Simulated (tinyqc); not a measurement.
Decay of LO phonons and the hot-phonon bottleneck in the cooling of electrons. Changing the lifetime at T = 0, tau_0. Computed by tinyqc, a small Python program. Command: `OMP_NUM_THREADS=1 python tinyqc.py 3007245 3007246 out.jsonl hotphonon sweep`. One thread of a shared host (Intel(R) Xeon(R) Processor @ 2.30GHz), about 0.01 s of CPU time with the checks.

n(E, T) = 1/(exp(E/(k_B T)) - 1) is the Bose occupation. Electrons have a temperature T_e; the LO modes within their reach share one occupation N; the decay products stay at the lattice temperature.

Inputs (values chosen for the exercise, modelled on zinc oxide):
```
quantity                                             value    unit
LO energy hbar omega                                  72.6     meV
share f of the energy in the softer product           0.23       -
lattice temperature T                                  500       K
electron mass m*                                      0.29     m_0
eps_inf                                               3.67       -
static dielectric constant eps_s                      8.09       -
electron density n                                 2.7e+18  1/cm^3
density of LO modes that the electrons reach, N_m    1e+19  1/cm^3
power supplied per electron P                          1.7      nW
```

Decay channel: two unequal phonons (Ridley).

Constants: k_B = 8.617333262e-05 eV/K; c = 299792458 m/s; e^2/(4 pi eps_0) = 14.39964548 eV angstrom; hbar^2/(2 m_0) = 3.80998212 eV angstrom^2; hbar = 6.582119569e-16 eV s; e = 1.602176634e-19 C.

Method:
- Decay rate 1/tau = (1/tau_0) [1 + n(f hbar omega) + n((1 - f) hbar omega)].
- Full width Gamma = 1/(2 pi c tau) in 1/cm, c in cm/s.
- Froehlich coupling alpha = (e^2/(4 pi eps_0)) (1/eps_inf - 1/eps_s) k_0/(2 hbar omega), k_0 = sqrt(m* hbar omega/(hbar^2/(2 m_0))); emission time tau_sp = hbar/(2 alpha hbar omega); bottleneck ratio r = (n/N_m) tau/tau_sp.
- Net emission per electron: [(N + 1) x - N]/tau_sp with x = exp(-hbar omega/(k_B T_e)), a simple two-level balance; steady state of the modes: n [(N + 1) x - N]/tau_sp = N_m (N - N_0)/tau; power per electron P = hbar omega [(N + 1) x - N]/tau_sp.
- With p = P tau_sp/(hbar omega): N = N_0 + r p and x = (p + N)/(N + 1); without hot phonons N = N_0. The mode temperature T_LO solves n(hbar omega, T_LO) = N.

One run for each value; columns: (1) lifetime at T = 0, tau_0 (ps); (2) electron temperature T_e (K); (3) mode temperature T_LO (K); (4) Raman width Gamma (1/cm); (5) bottleneck ratio r:
```
(1)       (2)     (3)     (4)     (5)
0.10   501.99  501.20  185.20    1.87
0.21   503.31  502.52   88.19    3.93
0.45   506.18  505.39   41.16    8.43
0.97   512.38  511.59   19.09   18.18
4.40   552.51  551.73    4.21   82.45
9.40   609.18  608.38    1.97  176.14
20.00  724.54  723.71    0.93  374.76
```

Give the missing row, lifetime at T = 0, tau_0 (ps) = 2.10.

Computed row; columns: (1) lifetime at T = 0, tau_0 (ps); (2) electron temperature T_e (K); (3) mode temperature T_LO (K); (4) Raman width Gamma (1/cm); (5) bottleneck ratio r:
```
(1)      (2)     (3)   (4)    (5)
2.10  525.73  524.95  8.82  39.35
```

Interpolating between the two neighbouring rows (the first column on a logarithmic scale, the others too where they are positive) misses most in mode temperature T_LO (K), by 1.3 %. Over the rows, electron temperature T_e (K) rises from 502 to 725 (exponent d ln y / d ln x 0.0035 between the first rows and 0.23 between the last); mode temperature T_LO (K) rises from 501 to 724 (exponent d ln y / d ln x 0.0035 between the first rows and 0.23 between the last); Raman width Gamma (1/cm) falls from 185 to 0.926 (exponent d ln y / d ln x about -1.0 throughout). The exponent of Raman width Gamma stays at -1: the width is the inverse lifetime. A short-lived phonon is good for cooling: it leaves before it can be reabsorbed.

Caution (all rows): alpha is above 1/2, so hbar/tau_sp exceeds hbar omega and the emission time, a weak-coupling result, is only rough.
